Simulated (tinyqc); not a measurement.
p-n heterojunction, non-linear Poisson equation by Newton steps, Boltzmann statistics: two steps of the calculation.

One dimension, material 1 (p-type) at x < 0 and material 2 (n-type) at x > 0. Band edges: Ec = -psi in material 1 and -psi + dEc in material 2, Ev = Ec - Eg. Flat quasi-Fermi levels: 0 for holes, +V for electrons. n = Nc F((EFn - Ec)/Vt), p = Nv F((Ev - EFp)/Vt), with F(eta) = exp(eta) (Boltzmann statistics); full ionisation, no interface charge, classical densities; the doping types are chosen for the exercise.

Inputs (values chosen for the exercise); band and dielectric values close to those of CdS and CdTe:
```
symbol    value   unit                                          meaning
T           250      K                                      temperature
Eg1        2.45     eV                           band gap of material 1
er1        8.92                     relative permittivity of material 1
Nc1      1.7e18  cm^-3  conduction-band density of states of material 1
Nv1     1.36e19  cm^-3     valence-band density of states of material 1
Eg2        1.52     eV                           band gap of material 2
er2        10.1                     relative permittivity of material 2
Nc2     6.13e17  cm^-3  conduction-band density of states of material 2
Nv2     1.38e19  cm^-3     valence-band density of states of material 2
dEc        0.08     eV                 conduction-band offset Ec2 - Ec1
N1       3.5e17  cm^-3                   acceptor density of material 1
N2       6.8e16  cm^-3                      donor density of material 2
V          -2.8      V                    bias of side 1 against side 2
```

Constants: q = 1.602176634e-19 C, kB = 1.380649e-23 J/K, Vt = kB T/q, eps0 = 8.8541878128e-14 F/cm where lengths are in cm. Results are converted to the units shown.

Task 1. Offsets and end potentials. dEv = Ev1 - Ev2 = Eg2 - Eg1 - dEc. Neutrality of the majority carriers far from the junction: Nv1 F((-psi_L - Eg1)/Vt) = N1 and Nc2 F((V + psi_R - dEc)/Vt) = N2. Total bending psi_R - psi_L.

Find: dEv; psi_L; psi_R; psi_R - psi_L.

Result 1.

dEv = -1.010 eV
psi_L = -2.371 V
psi_R = 2.833 V
psi_R - psi_L = 5.204 V

The alignment is staggered (type II): dEc and dEv have opposite signs.

Task 2. Check against the first integral. Exact first integral: on each side D^2/(2 eps0 er) = G, G = q [Vt (nI_j - nI_b) + Vt (pI_j - pI_b) - C (psi_j - psi_b)], with C = -N1 or +N2, b the neutral end of that side, and nI, pI the densities themselves. D is continuous, so er1 G1(psi_j) = er2 G2(psi_j) fixes psi_j. Ends from Nv1 F((-psi_L - Eg1)/Vt) = N1 and Nc2 F((V + psi_R - dEc)/Vt) = N2. D is counted positive when psi rises towards material 2.

Give: psi_j; D; psi_j - psi_L; psi_R - psi_j; Ec1 - EFn at the interface; Ec2 - EFn at the interface.

Result 2.

psi_j = -1.377 V
D = 293.5 nC/cm^2
psi_j - psi_L = 0.9943 V
psi_R - psi_j = 4.210 V
Ec1 - EFn at the interface = 4.177 eV
Ec2 - EFn at the interface = 4.257 eV

Material 2 takes 80.9 % of the bending.

Numbers from tinyqc (`OMP_NUM_THREADS=1 python tinyqc.py 2040067 2040068 out.jsonl`; about 0.04 s on one thread of a shared Intel Xeon 2.30GHz).
